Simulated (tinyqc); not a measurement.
Length of a molecular wire: coherent transport through a tight-binding bridge. Computed by the program tinyqc. T = Gamma_L Gamma_R |G_1n|^2 with the self-energies of semi-infinite chains.

A uniform bridge between two chains:
```
parameter                        value
site energy (eV)              1.700000
hopping in the bridge (eV)    0.670000
lead hopping (eV)             2.040000
couplings (eV)              0.84, 0.65
E (eV)                        0.000000
```

Transmission against length:
```
sites           T      ln T
2      1.9795e-02   -3.9223
3      4.6259e-03   -5.3761
4      1.0965e-03   -6.8156
5      2.6080e-04   -8.2517
7      1.4781e-05  -11.1222
8      3.5194e-06  -12.5572
9      8.3797e-07  -13.9923
10     1.9952e-07  -15.4273
```

Estimate the missing row, sites = 6.

Computed row:
```
sites           T     ln T
6      6.2082e-05  -9.6871
```

E lies outside the band of the bridge (|E - e|/2h = 1.269 > 1), so T decays as exp(-beta n) with beta = 2 arccosh(1.269) = 1.4351 a site; the last two rows give 1.4351.
